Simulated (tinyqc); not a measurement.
Mobility of a non-polar semiconductor in the relaxation-time approximation: one step, computed by the program tinyqc. Command: `OMP_NUM_THREADS=1 python tinyqc.py 3006380 3006381 out.jsonl rta walk`. One thread of a shared host (Intel(R) Xeon(R) Processor @ 2.30GHz), about 0.01 s of CPU time with the checks.

Each valley is treated as a sphere of mass m_d for states and rates, with one isotropic relaxation time; the conductivity mass m_c sets the current.

Task: Rates at a few energies. Parabolic band: E = hbar^2 k^2/(2 m), speed v = hbar k/m, states per spin, volume and energy g(E) = m k/(2 pi^2 hbar^2). Here m = m_d. Masses are multiplied by m_0 and all formulas are in SI units. Phonon occupation N_q = 1/(exp(hbar w/(k_B T)) - 1). Acoustic deformation potential (elastic, equipartition, absorption and emission together): 1/tau = 2 pi k_B T D_A^2 g(E)/(hbar rho v_l^2). Optical or intervalley deformation potential: 1/tau = (pi Z_f D_o^2/(rho w)) [N_q g(E + hbar w) + (N_q + 1) g(E - hbar w)], with g = 0 below the band edge. Each optical term is multiplied by (1 - f(E'))/(1 - f(E)), E' the final energy, for Pauli blocking. Singly charged impurities, momentum relaxation: 1/tau = N_I e^4 m (1 + 2 alpha E) Phi/(8 pi (eps_s eps_0)^2 hbar^3 k^3), with alpha = 0 for a parabolic band. Conwell-Weisskopf: Phi = ln(1 + y^2), y = 4 pi eps_s eps_0 E N_I^(-1/3)/e^2 (largest impact parameter N_I^(-1/3)/2).

Inputs (values chosen for the exercise, modelled on electrons in diamond):
```
quantity,value,unit
static permittivity eps_s,5.7,-
density rho,3515,kg/m^3
sound velocity v_l,17800,m/s
acoustic deformation potential D_A,8.8,eV
phonon energy hbar w,144,meV
optical or intervalley deformation potential D_o,8.2,1e8 eV/cm
final valleys Z_f,5,-
temperature T,500,K
```

Band: parabolic. Impurity formula: Conwell-Weisskopf. Further scattering: none.

reduced Fermi level eta = -0.6758813

density-of-states mass m_d = 0.4934253 m_0

ionised impurity density N_I = 4.90e+19 1/cm^3

Constants: k_B = 8.617333262e-05 eV/K; k_B = 1.380649e-23 J/K; e = 1.602176634e-19 C; hbar = 1.054571817e-34 J s; m_0 = 9.1093837015e-31 kg; hbar = 6.582119569e-16 eV s; eps_0 = 8.8541878128e-12 F/m.

Give: Rates (1e12/s) at E = (max(eta, 0) + 0.5, 1, 2, 4) k_B T.

Result:

Rates (1e12/s) at E = (max(eta, 0) + 0.5, 1, 2, 4) k_B T:
```
E (meV),acoustic,optical,ionised impurity
21.5,0.794,0.502,69.4
43.1,1.123,0.486,91.2
86.2,1.588,0.487,102.5
172.3,2.246,4.163,86.9
```
